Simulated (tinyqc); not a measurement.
Comparisons within one model: sp3s* tight binding. A value that a table varies takes the place of the one given here.

sp3s* tight binding, nearest neighbours only: anion (a) at 0, cation (c) at a/4 (1,1,1), orbitals s, px, py, pz, s* on each; k in units of 2 pi/a. With phases e_j = exp(i (pi/2) k.n_j) for n = (1,1,1), (1,-1,-1), (-1,1,-1), (-1,-1,1): g0 = (e1+e2+e3+e4)/4, g1 = (e1+e2-e3-e4)/4, g2 = (e1-e2+e3-e4)/4, g3 = (e1-e2-e3+e4)/4. The diagonal holds the levels Esa, Epa, Exa (s*) and Esc, Epc, Exc. Anion-cation block: <sa|sc> = Vss g0; <sa|xc> = Vsapc g1; <xa|sc> = -Vscpa g1; <xa|xc> = Vxx g0; <xa|yc> = <ya|xc> = Vxy g3, <xa|zc> = <za|xc> = Vxy g2, <ya|zc> = <za|yc> = Vxy g1; <s*a|xc> = Vxapc g1; <xa|s*c> = -Vpaxc g1; y and z take g2 and g3 in place of g1; s-s* and s*-s* vanish.

Values chosen for the exercise (near a published set for GaAs, fitted to gaps, whose masses and valley positions are rough; shifted at random, so the results belong to these values and not to a real crystal): Esa = -8.359 eV (s level of the anion); Epa = 1.042 eV (p level of the anion); Esc = -2.647 eV (s level of the cation); Epc = 3.659 eV (p level of the cation); Exa = 8.579 eV (s* level of the anion); Exc = 6.737 eV (s* level of the cation); Vss = -6.4 eV (s-s); Vxx = 1.965 eV (px-px); Vxy = 5.038 eV (px-py); Vsapc = 4.503 eV (s anion, p cation); Vscpa = 5.746 eV (s cation, p anion); Vxapc = 4.86 eV (s* anion, p cation); Vpaxc = 4.842 eV (p anion, s* cation); eta = 2 (scaling exponent); D001 = 0.91 (ratio -ezz/exx).

## What the s* orbital does

The s* couplings Vxapc and Vpaxc are scaled by f; f = 0 is the plain sp3 model. Gaps from the top of the valence band at Gamma; the Delta value is the minimum on (x,0,0), 0.5 <= x <= 1.

Gaps (eV):
```
f,Gamma,Delta,L,x of the minimum
0.00,1.5156,4.0469,2.9148,0.500
0.25,1.5156,3.9227,2.8037,0.500
0.50,1.5156,3.6093,2.5116,0.500
0.75,1.5156,3.0498,2.1183,1.000
0.90,1.5156,2.4385,1.8607,1.000
1.00,1.5156,2.0254,1.6855,1.000
1.10,1.5156,1.6103,1.5090,1.000
```

What does this show, and why?

The gap at Gamma stays, since g1 to g3 vanish there. From f = 0 to 1 the s* levels lower the Delta value by 2.021 eV and L by 1.229 eV. For f = 0, 0.25 and 0.5 the least value lies at x = 0.5, the end of the range: any valley further out lies above that value until s* has lowered it enough. The lowest of the three is Gamma at both f = 0 and f = 1.

## Hydrostatic strain (sp3s* tight binding, strained)

Strain e moves each bond vector to d = (1 + e) d0 (no internal displacement for the diagonal strains used here) and k is given in fractions of the strained reciprocal cell, so the phases stay. Two-centre values Vss_sigma = Vss/4, Vsp_sigma = sqrt3 V/4 for each s-p and s*-p pair, Vpp_sigma = (Vxx + 2 Vxy)/4, Vpp_pi = (Vxx - Vxy)/4 are scaled by (d0/d)^eta and combined with the new direction cosines; the levels on the diagonal stay.

exx = eyy = ezz = e. Gaps as measured from the top of the valence band; the deformation potentials are (gap(0.01) - gap(-0.01))/0.06.

Gaps (eV):
```
e,Gamma,Delta,L,x of the minimum
-0.03,1.9882,2.0123,1.9114,1.000
-0.02,1.8253,2.0161,1.8335,1.000
-0.01,1.6678,2.0205,1.7582,1.000
0.00,1.5156,2.0254,1.6855,1.000
0.01,1.3685,2.0308,1.6153,1.000
0.02,1.2263,2.0366,1.5475,1.000
0.03,1.0888,2.0428,1.4822,1.000
```

gap deformation potentials (eV): Gamma -4.988, Delta 0.171, L -2.382

How do the results move?

Per unit of volume strain the gaps move by -4.99 (Gamma), +0.17 (Delta) and -2.38 eV (L). The lowest valley changes from L to Gamma between e = -0.03 and -0.02. These potentials follow from the one exponent eta, which fitted models replace by one for each integral; with it the sizes are rough, the sign for Delta can be wrong (in Si, Ge and the III-V crystals measured values are small and positive), and the pressures at which valleys cross, and which valley takes over, are rough too. A gap of zero, where one is listed, marks an s level that has sunk below the valence top.

## Biaxial strain splits the top of the valence band (sp3s* tight binding, strained)

No spin-orbit coupling; k = 0; exx = eyy = e, ezz = -D001 e. The four bonds keep equal lengths, and the sums over them give Vxx(e) for px and py and Vzz(e) for pz; each level is the lower root of [[Epa, V], [V, Epc]], and the s level the upper root of the s block. The shear potential b follows from E(x,y) - E(z) = 3 b (exx - ezz), taken as the slope between e = -0.005 and 0.005.

Couplings and levels at Gamma (eV):
```
e,ezz,Vxx(e),Vzz(e),"E(x,y)",E(z),"E(x,y) - E(z) (meV)",upper s level
-0.020,0.0182,1.8613,2.2570,0.0753,-0.2584,333.6,1.5894
-0.010,0.0091,1.9141,2.1093,0.0319,-0.1317,163.6,1.5476
-0.005,0.0046,1.9398,2.0367,0.0106,-0.0703,80.9,1.5265
0.005,-0.0046,1.9897,1.8941,-0.0309,0.0483,-79.2,1.4840
0.010,-0.0091,2.0139,1.8242,-0.0511,0.1056,-156.7,1.4627
0.020,-0.0182,2.0608,1.6868,-0.0906,0.2157,-306.3,1.4196
```

b = -2.795 eV

What can be read from the table?

Under tension in the plane (e > 0) the bonds tilt towards the plane, Vxx grows to 2.0139 and Vzz falls to 1.8242 eV at e = 0.01, and the pz state forms the top of the valence band, by 156.7 meV; under compression (e = -0.01) the px, py pair does, by 163.6 meV. The slope gives b = -2.80 eV, a rough value, since on-site strain terms are left out (measured values lie near -2 eV).

## What each parameter does

Gaps from the top of the valence band at Gamma; Delta is the minimum on (x,0,0), 0.5 <= x <= 1. Each row changes one parameter from the base and keeps the others.

Results:
```
case,Ev (eV),gap Gamma (eV),gap Delta (eV),gap L (eV)
base,-0.0103,1.5156,2.0254,1.6855
Esa = -8.559 eV,-0.0103,1.4570,2.0041,1.6564
Vxapc = 4.66 eV,-0.0103,1.5156,2.1958,1.7299
Exc = 6.537 eV,-0.0103,1.5156,2.0254,1.6724
Exa = 8.379 eV,-0.0103,1.5156,1.9614,1.6685
Epa = 1.242 eV,0.1436,1.3617,1.8715,1.5495
Vxy = 5.338 eV,-0.0103,1.5156,2.0254,1.6018
```

How do the results move?

The largest shifts from the base row, up to three for each result and ties (the steps differ in size, so this ranks the rows, not the parameters). Ev (eV): Epa +0.1539; unchanged at the printed digits by Esa, Vxapc, Exc, Exa and Vxy. gap Gamma (eV): Epa -0.1539, Esa -0.0587; unchanged at the printed digits by Vxapc, Exc, Exa and Vxy. gap Delta (eV): Vxapc +0.1703, Epa -0.1539, Exa -0.0640; unchanged at the printed digits by Exc and Vxy. gap L (eV): Epa -0.1360, Vxy -0.0836, Vxapc +0.0445. Vxapc, Exc, Exa and Vxy cannot move Ev or the gap at Gamma, whose blocks do not hold them; s parameters never move Ev, and move the gap only where the lowest empty level at Gamma is s-like.

Run: tinyqc, `OMP_NUM_THREADS=1 python tinyqc.py 1482083 1482084 out.jsonl`; Intel(R) Xeon(R) Processor @ 2.30GHz, one thread, shared host; about 0.05 s of CPU time with all checks.
